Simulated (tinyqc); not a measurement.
Inside a calculation. Method: plane-wave Kohn-Sham cycle with exchange-only LDA in a layered model solid. Computed by tinyqc, a small Python program that keeps every step. Settings: points = 16, plane-wave index or count = 2, electrons = 4, k points = 3, area = 23.0, mixing = 0.8, iteration cap = 52, Pulay depth = 3. Command: `OMP_NUM_THREADS=1 python tinyqc.py 31142 31143 out.jsonl` (the two numbers bound the seeds that draw the settings). One thread of a shared host (Intel(R) Xeon(R) Processor @ 2.60GHz), about 0.01 s of CPU time with the checks. Later iterations appear only in the table of the cycle.

## Iteration 1: potential

A solid whose potential varies along x alone (atomic units):

| parameter | value |
|---|---|
| period a | 11.700000 |
| cross-section of the cell | 23.000000 |
| electrons per cell | 4 |
| grid points | 16 |
| plane waves -n..n, n | 2 |
| k points | 3 |
| V1 in V1 cos(2 pi x/a) | -0.720000 |
| V2 in V2 cos(4 pi x/a) | 0.060000 |

density at the start, on the grid x_j = j a/N (e/bohr^3): 0.0148644  0.0148644  0.0148644  0.0148644  0.0148644  0.0148644  0.0148644  0.0148644  0.0148644  0.0148644  0.0148644  0.0148644  0.0148644  0.0148644  0.0148644  0.0148644

V_H(G) = 4 pi rho(G)/G^2 for G != 0 (uniform background); v_x = -(3 rho/pi)^(1/3); V = V_ext + V_H + v_x; Fourier components f(G_m) = (1/N) sum_j f(x_j) exp(-i G_m x_j).

Potentials on the grid (hartree):

| x | V_ext | V_H | v_x | V |
|---|---|---|---|---|
| 0.00000 | -0.66000 | 0.00000 | -0.24212 | -0.90212 |
| 0.73125 | -0.62277 | 0.00000 | -0.24212 | -0.86489 |
| 1.46250 | -0.50912 | 0.00000 | -0.24212 | -0.75124 |
| 2.19375 | -0.31796 | 0.00000 | -0.24212 | -0.56008 |
| 2.92500 | -0.06000 | 0.00000 | -0.24212 | -0.30212 |
| 3.65625 | 0.23311 | 0.00000 | -0.24212 | -0.00902 |
| 4.38750 | 0.50912 | 0.00000 | -0.24212 | 0.26699 |
| 5.11875 | 0.70762 | 0.00000 | -0.24212 | 0.46549 |
| 5.85000 | 0.78000 | 0.00000 | -0.24212 | 0.53788 |
| 6.58125 | 0.70762 | 0.00000 | -0.24212 | 0.46549 |
| 7.31250 | 0.50912 | 0.00000 | -0.24212 | 0.26699 |
| 8.04375 | 0.23311 | 0.00000 | -0.24212 | -0.00902 |
| 8.77500 | -0.06000 | 0.00000 | -0.24212 | -0.30212 |
| 9.50625 | -0.31796 | 0.00000 | -0.24212 | -0.56008 |
| 10.23750 | -0.50912 | 0.00000 | -0.24212 | -0.75124 |
| 10.96875 | -0.62277 | 0.00000 | -0.24212 | -0.86489 |

V(G_m), m = 0, 1, 2, ... (hartree): -0.24212  -0.36000  0.03000  0.00000  0.00000

## Iteration 1: Hamiltonian at one k

k = 0.00000 2 pi / a

H(m,m') = (k + G_m)^2/2 delta + V(G_m - G_m'), with V(-G) = V(G).

H (hartree), lower triangle:
```
          -2        -1        +0        +1       +2
-2   0.33467
-1  -0.36000  -0.09793
+0   0.03000  -0.36000  -0.24212
+1   0.00000   0.03000  -0.36000  -0.09793
+2   0.00000   0.00000   0.03000  -0.36000  0.33467
```

## Iteration 1: levels at that k

Diagonalise the Hermitian matrix.

eigenvalues (hartree): -0.71297  -0.32453  0.07205  0.53127  0.66553

## Iteration 1: new density

Motion across x is left out: the lowest 2 band(s) hold two electrons at each of the k points (j + 1/2)/nk - 1/2. Residual R = rho(out) - rho(in); rho(new) = rho(in) + 0.8 R. rho(out) = 2/(a A nk) sum |psi|^2 with psi = sum c exp(i G x). Harris energy E = band energy - dV sum rho (V_H/2 + v_x) + (3/4) dV sum rho v_x with rho(in), dV = a A/N, band energy = (2/nk) sum of the filled levels.

rho(out) (e/bohr^3): 0.0281305  0.0304500  0.0319242  0.0252029  0.0129841  0.0037553  0.0004753  0.0000493  0.0000173  0.0000493  0.0004753  0.0037553  0.0129841  0.0252029  0.0319242  0.0304500

density after iteration 1 (e/bohr^3): 0.0254772  0.0273329  0.0285122  0.0231352  0.0133602  0.0059771  0.0033531  0.0030123  0.0029867  0.0030123  0.0033531  0.0059771  0.0133602  0.0231352  0.0285122  0.0273329

energy per cell = -1.8226411 hartree

## Iteration 2: potential

As before.

Potentials on the grid (hartree):

| x | V_ext | V_H | v_x | V |
|---|---|---|---|---|
| 0.00000 | -0.66000 | 0.61858 | -0.28976 | -0.33118 |
| 0.73125 | -0.62277 | 0.58173 | -0.29663 | -0.33767 |
| 1.46250 | -0.50912 | 0.46142 | -0.30084 | -0.34854 |
| 2.19375 | -0.31796 | 0.25336 | -0.28060 | -0.34519 |
| 2.92500 | -0.06000 | -0.00766 | -0.23367 | -0.30132 |
| 3.65625 | 0.23311 | -0.26008 | -0.17871 | -0.20568 |
| 4.38750 | 0.50912 | -0.45560 | -0.14739 | -0.09387 |
| 5.11875 | 0.70762 | -0.57501 | -0.14222 | -0.00961 |
| 5.85000 | 0.78000 | -0.61490 | -0.14182 | 0.02328 |
| 6.58125 | 0.70762 | -0.57501 | -0.14222 | -0.00961 |
| 7.31250 | 0.50912 | -0.45560 | -0.14739 | -0.09387 |
| 8.04375 | 0.23311 | -0.26008 | -0.17871 | -0.20568 |
| 8.77500 | -0.06000 | -0.00766 | -0.23367 | -0.30132 |
| 9.50625 | -0.31796 | 0.25336 | -0.28060 | -0.34519 |
| 10.23750 | -0.50912 | 0.46142 | -0.30084 | -0.34854 |
| 10.96875 | -0.62277 | 0.58173 | -0.29663 | -0.33767 |

V(G_m), m = 0, 1, 2, ... (hartree): -0.22448  -0.08922  0.03642  0.00077  -0.00161

## Iteration 2: Hamiltonian at one k

k = 0.00000 2 pi / a

As before.

H (hartree), lower triangle:
```
          -2        -1        +0        +1       +2
-2   0.35231
-1  -0.08922  -0.08028
+0   0.03642  -0.08922  -0.22448
+1   0.00077   0.03642  -0.08922  -0.08028
+2  -0.00161   0.00077   0.03642  -0.08922  0.35231
```

## Iteration 2: levels at that k

As before.

eigenvalues (hartree): -0.28939  -0.13332  -0.00811  0.37054  0.37986

## Iteration 2: new density

B (overlaps of the stored error matrices):
```
                1               2
1   2.7850507e-03  -7.2839443e-04
2  -7.2839443e-04   4.0032686e-04
```

Motion across x is left out: the lowest 2 band(s) hold two electrons at each of the k points (j + 1/2)/nk - 1/2. Residual R = rho(out) - rho(in); rho(new) = rho(in) + 0.8 R; Pulay mixing then takes sum c_i of the stored mixed densities, with c from B_ij = sum R_i R_j as in DIIS. rho(out) = 2/(a A nk) sum |psi|^2 with psi = sum c exp(i G x). Harris energy E = band energy - dV sum rho (V_H/2 + v_x) + (3/4) dV sum rho v_x with rho(in), dV = a A/N, band energy = (2/nk) sum of the filled levels.

rho(out) (e/bohr^3): 0.0178193  0.0199059  0.0235607  0.0240091  0.0195033  0.0124944  0.0064712  0.0030480  0.0020253  0.0030480  0.0064712  0.0124944  0.0195033  0.0240091  0.0235607  0.0199059

DIIS coefficients: 0.24315  0.75685

density after iteration 2 (e/bohr^3): 0.0208405  0.0228360  0.0255141  0.0236643  0.0170797  0.0099232  0.0052411  0.0030339  0.0024046  0.0030339  0.0052411  0.0099232  0.0170797  0.0236643  0.0255141  0.0228360

energy per cell = -1.2204599 hartree

## Convergence

Stop when sqrt(dV sum R^2) is below 1e-8, dV = a A/N.

Course of the cycle:

| iteration | E (hartree) | norm of the residual |
|---|---|---|
| 1 | -1.8226411 | 2.16e-01 |
| 2 | -1.2204599 | 8.21e-02 |
| 3 | -1.1960775 | 1.95e-02 |
| 4 | -1.1938122 | 1.05e-02 |
| 5 | -1.1930230 | 3.63e-04 |
| 6 | -1.1930227 | 5.09e-05 |
| 7 | -1.1930227 | 1.76e-07 |
| 8 | -1.1930227 | 1.92e-08 |
| 9 | -1.1930227 | 5.10e-09 |

Converged in 9 iterations. Before convergence this energy mixes input and output and is not variational, so it may rise towards its limit.
